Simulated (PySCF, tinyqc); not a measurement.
Worked calculation: CIS and TDHF on RHF in the sto-3g basis, for H3+, spin multiplicity 1. The lowest restricted solution is unstable here: a spin-polarised one lies 0.0005 hartree lower (PySCF). One step of it, computed by the program tinyqc.

Task: Orthogonalisation. S = U s U^T; canonical form X = U s^(-1/2), so that X^T S X = 1. Each column of U has its largest component positive (the first on a tie).

overlap S, lower triangle:
```
,1H 1s,2H 1s,3H 1s
1H 1s,1.000000
2H 1s,0.462413,1.000000
3H 1s,0.462413,0.097918,1.000000
```

Give: eigenvalues of S; X.

Result:

eigenvalues of S: 0.3932  0.9021  1.7047

X:
```
,1,2,3
1H 1s,1.1690,0.0000,0.5210
2H 1s,-0.7671,0.7445,0.3970
3H 1s,-0.7671,-0.7445,0.3970
```
